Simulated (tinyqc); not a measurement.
Shape and dimension: spherical quantum dot.

Constants: hbar^2/2m0 = 3.80998211 eV angstrom^2.

Inputs chosen for the exercise (near those of a Si dot in SiO2, with the mean mass 3/(2/mt + 1/ml) for all six valleys; shifted at random, so the results belong to these values and not to a real crystal): R = 15 angstrom (radius); V0 = 3.059 eV (barrier height); mw = 0.255 m0 (mass inside); mb = 0.53 m0 (mass outside).

Lowest level with hard walls: film c (pi/2R)^2/mw, cylinder c (2.404826/R)^2/mw, sphere c (pi/R)^2/mw, square or cube of side a: 2 or 3 times c (pi/a)^2/mw; c = hbar^2/2m0. Finite barriers V0 with outer mass mb and psi, psi'/m continuous for film, cylinder and sphere (not separable for the square and the cube: dash).

Cases:

| shape |
|---|
| film, width 2R |
| cylinder, radius R |
| square wire of equal area |
| sphere, radius R |
| cube of equal volume |

Rank the cases by hard walls, lowest first.

Answer: film, width 2R, cylinder, radius R, square wire of equal area, sphere, radius R, cube of equal volume.

Lowest level (eV):

| shape | hard walls | finite barrier |
|---|---|---|
| film, width 2R | 0.1638 | 0.1117 |
| cylinder, radius R | 0.3840 | 0.2580 |
| square wire of equal area | 0.4172 | - |
| sphere, radius R | 0.6554 | 0.4334 |
| cube of equal volume | 0.7567 | - |

With hard walls the levels of film, cylinder and sphere stand as 1 : 2.34 : 4.00; with the finite barrier as 1 : 2.31 : 3.88. The square lies 8.6 % above the circle of equal area and the cube 15.5 % above the sphere of equal volume: round shapes give the lowest level for a given size.

tinyqc: `OMP_NUM_THREADS=1 python tinyqc.py 1250393 1250394 out.jsonl`; about 0.05 s, one thread, shared Intel(R) Xeon(R) Processor @ 2.30GHz.
